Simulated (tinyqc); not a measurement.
Inside a calculation. Method: Jacobi rotations on a symmetric matrix. Computed by tinyqc, a small Python program that keeps every step. Settings: method = jacobi. Command: `OMP_NUM_THREADS=1 python tinyqc.py 24197 24198 out.jsonl` (the two numbers bound the seeds that draw the settings). One thread of a shared host (Intel(R) Xeon(R) Processor @ 2.60GHz), about 0.01 s of CPU time with the checks.

## Jacobi rotation 1

A:
```
           1          2          3          4          5          6
1   0.137000   0.078000  -0.078000   0.157000   0.138000  -0.029000
2   0.078000   0.995000  -0.155000  -0.300000  -0.227000   0.054000
3  -0.078000  -0.155000   1.043000   0.111000   0.073000  -0.062000
4   0.157000  -0.300000   0.111000   1.448000   0.010000   0.136000
5   0.138000  -0.227000   0.073000   0.010000   1.549000   0.168000
6  -0.029000   0.054000  -0.062000   0.136000   0.168000   2.193000
```

Take the largest off-diagonal element A_pq; tan 2 theta = 2 A_pq / (A_qq - A_pp) with |theta| <= pi/4; A' = J^T A J with J_pp = J_qq = cos, J_pq = sin, J_qp = -sin.

p, q, theta (rad): 2.000000  4.000000  -0.462051

A':
```
           1          2          3         4          5          6
1   0.137000   0.139809  -0.078000  0.105766   0.138000  -0.029000
2   0.139809   0.845598  -0.089265  0.000000  -0.198739   0.108964
3  -0.078000  -0.089265   1.043000  0.168457   0.073000  -0.062000
4   0.105766   0.000000   0.168457  1.597402   0.110145   0.097667
5   0.138000  -0.198739   0.073000  0.110145   1.549000   0.168000
6  -0.029000   0.108964  -0.062000  0.097667   0.168000   2.193000
```

## Jacobi rotation 2

As before.

p, q, theta (rad): 2.000000  5.000000  -0.257173

A':
```
           1          2          3         4         5          6
1   0.137000   0.170311  -0.078000  0.105766  0.097901  -0.029000
2   0.170311   0.793330  -0.067761  0.028015  0.000000   0.148111
3  -0.078000  -0.067761   1.043000  0.168457  0.093303  -0.062000
4   0.105766   0.028015   0.168457  1.597402  0.106522   0.097667
5   0.097901   0.000000   0.093303  0.106522  1.601268   0.134760
6  -0.029000   0.148111  -0.062000  0.097667  0.134760   2.193000
```

## Jacobi rotation 3

As before.

p, q, theta (rad): 1.000000  2.000000  0.239358

A':
```
           1          2          3         4         5          6
1   0.095438   0.000000  -0.059711  0.096109  0.095110  -0.063287
2   0.000000   0.834893  -0.084322  0.052291  0.023210   0.137013
3  -0.059711  -0.084322   1.043000  0.168457  0.093303  -0.062000
4   0.096109   0.052291   0.168457  1.597402  0.106522   0.097667
5   0.095110   0.023210   0.093303  0.106522  1.601268   0.134760
6  -0.063287   0.137013  -0.062000  0.097667  0.134760   2.193000
```

## All rotations

The off-diagonal norm falls at every rotation.

Rotations:
```
step    p    q      theta  off-diagonal norm
1       2    4  -0.462051           6.38e-01
2       2    5  -0.257173           5.73e-01
3       1    2   0.239358           5.20e-01
4       3    4   0.273034           4.62e-01
5       2    6   0.099549           4.19e-01
6       5    6   0.211675           3.72e-01
7       4    5  -0.623434           3.39e-01
8       1    4   0.075683           2.90e-01
9       1    3  -0.094163           2.63e-01
10      2    3  -0.378429           2.33e-01
11      4    6   0.156607           2.02e-01
...   ...  ...        ...                ...
34      2    6  -0.000034           5.47e-05
35      1    3  -0.000035           2.67e-05
36      2    5  -0.000025           9.73e-06
37      1    4   3.72e-06           4.40e-06
38      3    6   2.03e-06           2.62e-06
39      4    5  -0.000007           1.20e-06
40      1    2  -8.68e-07           8.20e-07
41      4    6   1.07e-06           1.38e-07
42      5    6  -1.20e-07           4.71e-08
43      3    5   5.14e-08           3.25e-08
44      2    3  -9.51e-08           3.57e-10
```

eigenvalues: 0.074893  0.784548  1.026528  1.495579  1.723973  2.259479
